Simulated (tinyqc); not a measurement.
Ion implantation: universal nuclear stopping, Lindhard-Scharff electronic stopping and a Gaussian range profile: one step, computed by the program tinyqc.

An ion slows by elastic collisions with screened nuclei and by friction with electrons; channelling is ignored and the target is uniform.

Task: Stopping at the entry energy. Reduced energy eps = 32.53 M2 E/(Z1 Z2 (M1 + M2)(Z1^0.23 + Z2^0.23)), E in keV; s_n = ln(1 + 1.1383 eps)/(2 (eps + 0.01321 eps^0.21226 + 0.19593 eps^0.5)) for eps up to 30 and ln(eps)/(2 eps) above; S_n = 8.462 Z1 Z2 M1 s_n/((M1 + M2)(Z1^0.23 + Z2^0.23)) in 1e-15 eV cm^2. S_e = k 3.83 Z1^(7/6) Z2/(Z1^(2/3) + Z2^(2/3))^(3/2) sqrt(E/M1) in 1e-15 eV cm^2, E in keV. dE/dx = N (S_n + S_e); 1e-15 eV cm^2 = 0.1 eV nm^2.

Inputs (values chosen for the exercise, modelled on phosphorus ions in silicon): ion atomic number Z1 = 15; ion mass M1 = 31 u; target atomic number Z2 = 14; target mass M2 = 28.09 u; target density N = 49.94 1/nm^3; ion energy E = 3.8 keV; scale factor of electronic stopping k = 1.3.

Give: reduced energy eps; s_n; S_n; S_e; energy loss dE/dx.

Result:

reduced energy eps = 0.07565

s_n = 0.3011

S_n = 75.88 x 1e-15 eV cm^2

S_e = 14.02 x 1e-15 eV cm^2

energy loss dE/dx = 449.0 eV/nm

Nuclear stopping carries 84 % of the loss at entry.
